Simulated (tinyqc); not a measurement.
A stack of flat layers between unequal leads with mass mismatch, transfer matrices: one step of the calculation.

One electron of energy E comes from the left lead (band edge 0); no transverse momentum. Parabolic bands, masses in units of m0, C = hbar^2/(2 m0); psi and psi'/m are continuous at every interface. The layers follow each other from left to right, then the right lead.

Task. Product of the matrices. The matrix of the later layer stands to the left: M = M_n ... M_2 M_1; det M = 1.

M of layer 1:

|  | 1 | 2 |
|---|---|---|
| 1 | -0.35499861 | 0.054147283 |
| 2 | -16.140717 | -0.35499861 |

M of layer 2:

|  | 1 | 2 |
|---|---|---|
| 1 | -0.51877574 | 0.048720101 |
| 2 | -15.001441 | -0.51877574 |

Wanted: M.

Result.

M:

|  | 1 | 2 |
|---|---|---|
| 1 | -0.60221 | -0.045386 |
| 2 | 13.699 | -0.62812 |

Range of the model: Masses are held fixed, although real bands cease to be parabolic a few tenths of an eV from their edges (inside a barrier too).

Numbers from tinyqc (`OMP_NUM_THREADS=1 python tinyqc.py 2560028 2560029 out.jsonl`; about 0.01 s on one thread of a shared Intel Xeon 2.30GHz).
